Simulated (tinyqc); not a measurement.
Scaling the whole coupling: critical temperature from a phonon spectrum: McMillan, Allen-Dynes and the linearised Eliashberg equation. Computed by tinyqc, a small Python program. Command: `OMP_NUM_THREADS=1 python tinyqc.py 3027963 3027964 out.jsonl eliashberg walk`. One thread of a shared host (Intel(R) Xeon(R) Processor @ 2.30GHz), about 0.01 s of CPU time with the checks.

alpha^2 F(omega) = sum_i (lambda_i omega_i/2) delta(omega - omega_i), so that lambda = 2 int alpha^2 F/omega d omega = sum_i lambda_i.

Inputs (values chosen for the exercise, for a model metal):
```
quantity                     value  unit
peak energy omega_1           39.7   meV
coupling lambda_1            0.491     -
peak energy omega_2           84.7   meV
coupling lambda_2            0.554     -
peak energy omega_3            165   meV
coupling lambda_3            0.515     -
Coulomb pseudopotential mu*    0.1     -
```

Peaks in alpha^2 F: three.

Constants: k_B = 8.617333262e-05 eV/K.

Method:
- omega_log = exp(sum lambda_i ln omega_i / lambda); omega_rms = sqrt(sum lambda_i omega_i^2 / lambda).
- McMillan form: k_B T_c = (omega_log/1.2) exp[-1.04 (1 + lambda)/(lambda - mu* (1 + 0.62 lambda))]. Allen-Dynes multiplies it by f1 f2: f1 = [1 + (lambda/L1)^(3/2)]^(1/3), L1 = 2.46 (1 + 3.8 mu*); f2 = 1 + (omega_rms/omega_log - 1) lambda^2/(lambda^2 + L2^2), L2 = 1.82 (1 + 6.3 mu*) omega_rms/omega_log.
- Linearised Eliashberg equation at omega_n = (2n + 1) pi k_B T, n = 0..N-1: lambda(j) = sum_i lambda_i omega_i^2/(omega_i^2 + (2 pi j k_B T)^2); K_mn = lambda(m - n) + lambda(m + n + 1) - 2 mu*(N) - delta_mn [2m + 1 + lambda(0) + 2 sum_(j=1..m) lambda(j)], with 1/mu*(N) = 1/mu* + ln(omega_rms/omega_N), omega_N = (2N + 1) pi k_B T. T_c is where the largest eigenvalue rho of K is zero.
- N is the smallest integer at or above 8 omega_max/(2 pi k_B T_AD), omega_max the highest peak and T_AD the Allen-Dynes value.
- All lambda_i are multiplied by s. The last column is the large-lambda limit for mu* = 0, k_B T_c = 0.1827 omega_rms sqrt(lambda).

lambda = 1.56

omega_rms = 109.688 meV

omega_log = 83.1589 meV

T_c (K):
```
s    lambda  McMillan  Allen-Dynes  Eliashberg  large-lambda limit
0.6   0.936     60.45        64.32       59.47              224.99
0.8   1.248     90.57        99.71       95.25              259.80
1.0   1.560    114.08       130.33      127.96              290.46
1.3   2.028    140.12       169.76      171.66              331.18
1.7   2.652    163.87       214.81      222.10              378.72
2.3   3.588    186.54       273.10      286.05              440.51
3.2   4.992    206.43       347.74      364.52              519.59
```

What does the comparison show, and why?

McMillan/Eliashberg runs from 1.02 at lambda = 0.94 to 0.57 at 4.99: the exponential form levels off at large lambda, while the true T_c keeps rising (exponent 0.73 between the last rows, tending to 1/2). Allen-Dynes stays within about 8 % over the table. The last row reaches 70 % of the mu* = 0 limit; with mu* above zero T_c stays below that line at any lambda.

Extremes, crossings and ranges named in words are read from the listed rows.
